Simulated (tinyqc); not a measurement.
## Channel resistance from two points of the on-state curve

Question. In the p-i-n model Von = V1 + 2 Vt ln(J/(1 A/cm^2)) + J Rch, with V1 independent of J. Find Rch and V1.

Values chosen for this exercise: temperature T = 350 K.

Constants: q = 1.602176634e-19 C, kB = 1.380649e-23 J/K, Vt = kB T/q. Results are converted to the units shown.

Von at J = 250 and 750 A/cm^2 (V): 1.5182465  2.8845162

Solution. Remove the logarithmic junction term; the rest is linear in J.

Rch = 2.600 mohm cm^2
V1 = 0.5352 V

tinyqc, about 0.01 s, one thread, Intel Xeon 2.30GHz (shared host): `OMP_NUM_THREADS=1 python tinyqc.py 2590066 2590067 out.jsonl`
